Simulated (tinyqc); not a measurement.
Critical temperature from a phonon spectrum: McMillan, Allen-Dynes and the linearised Eliashberg equation: one step, computed by the program tinyqc. Command: `OMP_NUM_THREADS=1 python tinyqc.py 3024081 3024082 out.jsonl eliashberg walk`. One thread of a shared host (Intel(R) Xeon(R) Processor @ 2.30GHz), about 0.01 s of CPU time with the checks.

alpha^2 F(omega) = sum_i (lambda_i omega_i/2) delta(omega - omega_i), so that lambda = 2 int alpha^2 F/omega d omega = sum_i lambda_i.

Task: Isotope exponent. T_c ~ M^(-a). All omega_i scale as M^(-1/2) at fixed lambda, but mu* = mu/(1 + mu ln(E_F/omega)) changes: d mu*/d ln omega = mu*^2. In the McMillan form a = (1/2) [1 - 1.04 (1 + lambda)(1 + 0.62 lambda) mu*^2/(lambda - mu* (1 + 0.62 lambda))^2].

Inputs (values chosen for the exercise, for a model metal): Coulomb pseudopotential mu* = 0.13.

Peaks in alpha^2 F: one.

lambda = 2.19

Give: isotope exponent a.

Result:

isotope exponent a = 0.4814

The exponent is close to the BCS value 1/2.
